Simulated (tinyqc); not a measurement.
Thermal displacements in the Debye model: Debye-Waller factors, bond-length spread and the Lindemann rule: one step, computed by the program tinyqc. Command: `OMP_NUM_THREADS=1 python tinyqc.py 3005101 3005102 out.jsonl debyewaller walk`. One thread of a shared host (Intel(R) Xeon(R) Processor @ 2.30GHz), about 0.01 s of CPU time with the checks.

A Debye spectrum with three branches of one velocity, cut at k_B Theta; 4 atoms per cube, nearest neighbours at d = 0.707107 a.

Task: Mean-square displacement. <u_x^2> = (3 hbar^2/(2 M k_B Theta)) int_0^1 s coth(s Theta/(2T)) ds (64 Gauss-Legendre points); it tends to 3 hbar^2/(4 M k_B Theta) at T = 0 and to 3 hbar^2 T/(M k_B Theta^2) at high T. B = 8 pi^2 <u_x^2>.

Inputs (values chosen for the exercise, modelled on copper): atomic mass M = 63.55 u; Debye temperature Theta = 314 K; temperature T = 295 K.

Structure: fcc.

Constants: hbar^2/u = 4.18015928e-03 eV angstrom^2; k_B = 8.617333262e-05 eV/K.

Give: <u_x^2>; zero-point value; classical value; B factor.

Result:

<u_x^2> = 0.007065 angstrom^2

zero-point value = 0.001823 angstrom^2

classical value = 0.006852 angstrom^2

B factor = 0.5578 angstrom^2

The zero-point value is 25.8 % and the classical value 97.0 % of the full result; the two are limits, not parts that add.
